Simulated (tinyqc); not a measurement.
Time-domain thermoreflectance: layered heat flow under a modulated pulse train, and what the signal ratio measures: one step, computed by the program tinyqc.

Pulses repeat at 80 MHz; heat is laid down at the surface, all layers are isotropic.

Question. Length and time scales. Penetration depth sqrt(kappa/(pi f C)); effusivity sqrt(kappa C); cooling time of the metal d C_m/G; Kapitza length kappa/G.

Inputs (values chosen for the exercise, modelled on aluminium on silicon):
```
quantity                                value        unit
metal thickness d                         100          nm
metal heat capacity                      2.42  MJ/(m^3 K)
boundary conductance G under the metal    180  MW/(m^2 K)
substrate conductivity kappa              133     W/(m K)
substrate heat capacity C                1.66  MJ/(m^3 K)
modulation frequency f                     10         MHz
spot radius w (1/e^2, pump and probe)     4.1  micrometre
```

Stack: metal, substrate.

Give: penetration depth; effusivity; cooling time of the metal; Kapitza length; depth over spot radius.

Answer.

penetration depth = 1.597 micrometre

effusivity = 14859 W s^(1/2)/(m^2 K)

cooling time of the metal = 1344 ps

Kapitza length = 738.9 nm

depth over spot radius = 0.3895

The penetration depth is not small against the spot, so radial spreading in the substrate matters at f.
